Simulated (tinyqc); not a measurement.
How far the cone holds: pi bands of a honeycomb layer in tight binding.

Lattice vectors a (1,0) and a (1/2, sqrt3/2); f = exp(i ky a/sqrt3) + 2 cos(kx a/2) exp(-i ky a/(2 sqrt3)), w = |f|. H = [[D - t2 F, -t f], [., -D - t2 F]] with F = w^2 - 3, S = [[1, s0 f], [., 1]]; the levels solve det(H - E S) = 0. K = (4 pi/3a, 0), M = (pi/a, pi/(sqrt3 a)); w = 3, 1, 0 at Gamma, M, K.

Values chosen for the exercise (of the size used for graphene; shifted at random, so the results belong to these values and not to a real crystal): a = 2.46 angstrom (lattice constant); t = 3.06 eV (nearest hopping); t2 = 0.28 eV (second-neighbour hopping); s0 = 0.082 (overlap of neighbours); D = 0 eV (+D on A, -D on B).

Upper and lower levels at distance q from K towards Gamma (-x) and towards M (+x), measured from 3 t2; cone: sqrt(D^2 + (hbar v q)^2), hbar v = (sqrt3/2) a (t + 3 t2 s0).

Levels (eV):
```
q (1/angstrom)    cone  upper, to Gamma  lower, to Gamma  upper, to M  lower, to M
0.02            0.1333           0.1342          -0.1343       0.1323      -0.1324
0.05            0.3333           0.3387          -0.3393       0.3269      -0.3274
0.10            0.6666           0.6874          -0.6897       0.6403      -0.6422
0.15            0.9999           1.0446          -1.0499       0.9389      -0.9432
0.20            1.3332           1.4090          -1.4186       1.2219      -1.2290
0.30            1.9998           2.1534          -2.1759       1.7364      -1.7510
0.40            2.6663           2.9089          -2.9503       2.1768      -2.1998
0.60            3.9995           4.4064          -4.5029       2.8114      -2.8500
```

At q = 0.2 the upper band lies +76 meV from the cone towards Gamma and -111 meV towards M; half their difference, 94 meV, is the trigonal warping, steeper towards Gamma, and their mean, -18 meV, comes from the bending of the band and from t2 or the overlap. All four values stay within 5 % of the cone up to q = 0.1. The electron-hole asymmetry, upper plus lower towards Gamma, is -10 meV at q = 0.2.

Computed by tinyqc, a small Python program: `OMP_NUM_THREADS=1 python tinyqc.py 1480783 1480784 out.jsonl` (the numbers bound the seed that draws the inputs); one thread of a shared host (Intel(R) Xeon(R) Processor @ 2.30GHz), about 0.01 s for the whole set of steps.
